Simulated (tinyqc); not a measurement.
From wire to sheet: nanosheet or nanowire with hard walls, valleys of the Ge type.

Four ellipsoidal valleys along <111>: inverse mass tensor w = 1/mt + (1/ml - 1/mt) a a^T with a the unit axis. Device axes: x along the channel, z = [001], y = z x x. The Gamma and Delta valleys are left out; the heavy Delta valleys, about 0.18 eV up, lie lowest once the L levels pass about 0.2 eV.

Hard walls around a W x H rectangle. The block w_c of w in (y, z) confines; the transport mass follows from 1/m_x = w_xx - w_xc w_c^-1 w_cx. The cross-section problem c (w_yy ky^2 + 2 w_yz ky kz + w_zz kz^2), c = hbar^2/2m0, is solved in products sin(n pi y/W) sin(l pi z/H), n, l = 1 to 12; if w_yz = 0 the levels are c pi^2 (w_yy n^2/W^2 + w_zz l^2/H^2). The w_yz term couples (n, l) to (n', l') by -2 c w_yz D_nn'(W) D_ll'(H) with D_nm(L) = 4 n m/(L (n^2 - m^2)) for n + m odd and 0 otherwise.

Without degeneracy the line density is N1 exp((EF - Ec)/kB T) with N1 = sum 2 g sqrt(m_x kB T/(4 pi c)) exp(-E/kB T), here over n, l up to 80 where w_yz = 0 and over all levels of a 12 x 12 sine basis otherwise; the classical value is W H Nc with Nc = 2 g_all (m_dos kB T/(4 pi c))^(3/2), m_dos = (ml mt^2)^(1/3); dVt = kB T ln(W H Nc/N1).

Constants: hbar^2/2m0 = 3.80998211 eV angstrom^2; kB = 8.617333262e-05 eV/K.

Parameters, chosen for this exercise (near those of Ge; not measured data):

| symbol | value | unit | meaning |
|---|---|---|---|
| ml | 1.56 | m0 | longitudinal mass |
| mt | 0.083 | m0 | transverse mass |
| T | 77 | K | temperature |
| g_all | 4 |  | number of valleys |
| channel | 110 |  | transport direction x on a (001) wafer |
| H | 70 | angstrom | height, along z = [001] |
| Ws | (25, 35, 45, 60, 80, 100, 130) | angstrom | widths |

Valleys:

| group | valleys g | w_yy | w_zz | \|w_yz\| | m_x (m0) |
|---|---|---|---|---|---|
| A | 2 | 4.44341 | 8.24580 | 5.37739 | 0.08300 |
| B | 2 | 12.04819 | 8.24580 | 0.00000 | 1.06767 |

Lowest level of each group (groups ordered by w_zz, then w_yy) and dVt against the width.

Results:

| W (angstrom) | A1 (eV) | B1 (eV) | dVt (mV) |
|---|---|---|---|
| 25 | 0.2884 | 0.7882 | 276.8 |
| 35 | 0.1620 | 0.4331 | 152.6 |
| 45 | 0.1135 | 0.2870 | 105.8 |
| 60 | 0.0856 | 0.1891 | 79.8 |
| 80 | 0.0734 | 0.1341 | 69.5 |
| 130 | 0.0663 | 0.0901 | 63.5 |

Give the missing row, W (angstrom) = 100.

Computed row:
```
W (angstrom)  A1 (eV)  B1 (eV)  dVt (mV)
100            0.0690   0.1086      66.0
```

dVt falls from 277 to 63 mV. Group A is lowest at every width, by 500 meV in the narrowest and 24 meV in the widest. At the widest W the lowest level is 0.0663 eV; the film limit c pi^2 w_zz/H^2 of that group is 0.0633 eV.

(tinyqc, `OMP_NUM_THREADS=1 python tinyqc.py 1282772 1282773 out.jsonl`, Intel(R) Xeon(R) Processor @ 2.30GHz, 1 thread, shared host, about 0.1 s.)
